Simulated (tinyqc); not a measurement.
Low-temperature mobility of a two-dimensional electron gas with static screening: one step, computed by the program tinyqc. Command: `OMP_NUM_THREADS=1 python tinyqc.py 3027684 3027685 out.jsonl twodeg walk`. One thread of a shared host (Intel(R) Xeon(R) Processor @ 2.30GHz), about 0.01 s of CPU time with the checks.

One subband is filled, the gas is degenerate and scatters at the Fermi circle; one permittivity serves on both sides of the interface. All formulas are in SI units, masses times m_0. Piezoelectric and polar phonons are left out, and n_s is taken as set by a gate, independent of N_i.

Task: Fermi circle, screening and layer thickness. k_F = sqrt(2 pi n_s/g_v); E_F = hbar^2 k_F^2/(2 m); q_TF = g_v m e^2/(2 pi eps eps_0 hbar^2); Fang-Howard parameter b = [12 m_z e^2 (N_d + 11 n_s/32)/(eps eps_0 hbar^2)]^(1/3), mean depth 3/b; effective field F = e (N_d + n_s/2)/(eps eps_0).

Inputs (values chosen for the exercise, modelled on a silicon inversion layer):

| quantity | value | unit |
|---|---|---|
| in-plane mass m | 0.183 | m_0 |
| mass across the layer m_z | 0.889 | m_0 |
| permittivity eps | 11.9 | - |
| valley degeneracy g_v | 2 | - |
| sheet density n_s | 3.7e+11 | 1/cm^2 |
| depletion charge N_d | 1.9e+11 | 1/cm^2 |

Wave function: Fang-Howard. Roughness spectrum: exponential.

Constants: m_0 = 9.1093837015e-31 kg; e = 1.602176634e-19 C; eps_0 = 8.8541878128e-12 F/m; hbar = 1.054571817e-34 J s.

Give: k_F; E_F; q_TF; b; mean depth; effective field F.

Result:

k_F = 0.1078 1/nm

E_F = 2.420 meV

q_TF = 1.162 1/nm

b = 0.8773 1/nm

mean depth = 3.420 nm

effective field F = 0.05702 MV/cm

q_TF/(2 k_F) = 5.39: screening is strong for back-scattering.
